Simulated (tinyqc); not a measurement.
Strained alloy layer of InAs and AlAs on (001) InP, model-solid band line-up: one step of the calculation.

The layer is x parts of the first compound and 1 - x of the second, grown coherently on the third as substrate and barrier. Rows of the table: lattice constant a, average valence level Ea on an absolute scale, spin-orbit splitting so, gaps at Gamma, X and L, hydrostatic deformation potentials av and ac (Gamma), shear potential b, elastic constants, electron and heavy-hole (along z) masses. All are interpolated linearly in x; gaps get -C x (1 - x), taken wholly in the conduction band; real line-ups can differ from this model by 0.1 eV or more.

Question. Critical thickness. In-plane strain e = (a_substrate - a)/a. Matthews-Blakeslee for 60-degree dislocations in a single layer: hc = k (ln(hc/bv) + 1), k = bv (1 - nu/4)/(4 pi |e| (1 + nu)), nu = c12/(c11 + c12), bv = a/sqrt(2); the larger root.

Inputs (values chosen for the exercise):
```
symbol  value  unit                                      meaning
x        0.44        fraction of the first compound in the layer
CG        0.7    eV                      bowing of the Gamma gap
CX          0    eV                          bowing of the X gap
CL          0    eV                          bowing of the L gap
Lw       14.5    nm                              layer thickness
```

Binary compounds, values chosen for the exercise:

|  | close to InAs | close to AlAs | close to InP |
|---|---|---|---|
| a (angstrom) | 6.058 | 5.661 | 5.869 |
| Ea (eV) | -6.67 | -7.49 | -7.04 |
| so (eV) | 0.376 | 0.281 | 0.111 |
| EG (eV) | 0.355 | 2.99 | 1.34 |
| EX (eV) | 1.38 | 2.15 | 2.2 |
| EL (eV) | 1.07 | 2.37 | 1.96 |
| av (eV) | 0.986 | 2.45 | 1.26 |
| ac (eV) | -5.09 | -5.66 | -5.08 |
| b (eV) | -1.81 | -1.5 | -1.68 |
| c11 (GPa) | 82.2 | 127 | 100 |
| c12 (GPa) | 44.8 | 53.7 | 55.8 |
| me (m0) | 0.023 | 0.149 | 0.0802 |
| mh (m0) | 0.334 | 0.467 | 0.531 |

Find: nu; bv; hc.

Answer.

nu = 0.3170
bv = 0.4126 nm
hc = 19.53 nm

The layer, Lw = 14.5 nm, is thinner than hc, so it stays coherent by this criterion.

Program tinyqc, `OMP_NUM_THREADS=1 python tinyqc.py 2690157 2690158 out.jsonl`; Intel Xeon 2.30GHz, shared host, one thread, about 0.01 s.
